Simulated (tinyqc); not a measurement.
Inside a calculation. Method: extended Hueckel theory, for H6+. The parameters take no account of the charge, which enters only through the electron count. One step of it, computed by the program tinyqc.

Task: Mulliken analysis. P = C n C^T; charge = valence electrons (H 1) minus the sum of (P S)_ii on the atom; overlap population = 2 sum P_ij S_ij between two atoms.

coefficients:
```
            MO1        MO2        MO3        MO4        MO5        MO6
1H 1s  0.195394   0.373726   0.459034  -0.613087  -0.675672  -0.440180
2H 1s  0.288697   0.397019   0.216816   0.385215   0.834645   0.761205
3H 1s  0.358567   0.136518  -0.425356   0.558438  -0.304435  -1.009587
4H 1s  0.358774  -0.136312  -0.424986  -0.558237  -0.303027   1.010704
5H 1s  0.289196  -0.396412   0.217041  -0.385364   0.833300  -0.763344
6H 1s  0.195747  -0.373168   0.459463   0.613409  -0.674578   0.441373
```

occupations: 2.000000  2.000000  1.000000  0.000000  0.000000  0.000000

overlap S:
```
          1H 1s     2H 1s     3H 1s     4H 1s     5H 1s     6H 1s
1H 1s  1.000000  0.525398  0.099295  0.019159  0.002031  0.000260
2H 1s  0.525398  1.000000  0.405437  0.099295  0.012993  0.002031
3H 1s  0.099295  0.405437  1.000000  0.525398  0.099465  0.019196
4H 1s  0.019159  0.099295  0.525398  1.000000  0.405981  0.099465
5H 1s  0.002031  0.012993  0.099465  0.405981  1.000000  0.525398
6H 1s  0.000260  0.002031  0.019196  0.099465  0.525398  1.000000
```

Give: charges; Overlap populations.

Result:

charges: 1H 0.1646, 2H 0.1139, 3H 0.2212, 4H 0.2212, 5H 0.1141, 6H 0.1649

Overlap populations:
```
pair      value
2-1    0.534958
3-1    0.009316
3-2    0.180996
4-1   -0.006007
4-2    0.001345
4-3    0.421202
5-1   -0.000340
5-2   -0.002618
5-3    0.001360
5-4    0.181347
6-1    4.42e-06
6-2   -0.000340
6-3   -0.006025
6-4    0.009335
6-5    0.534643
```
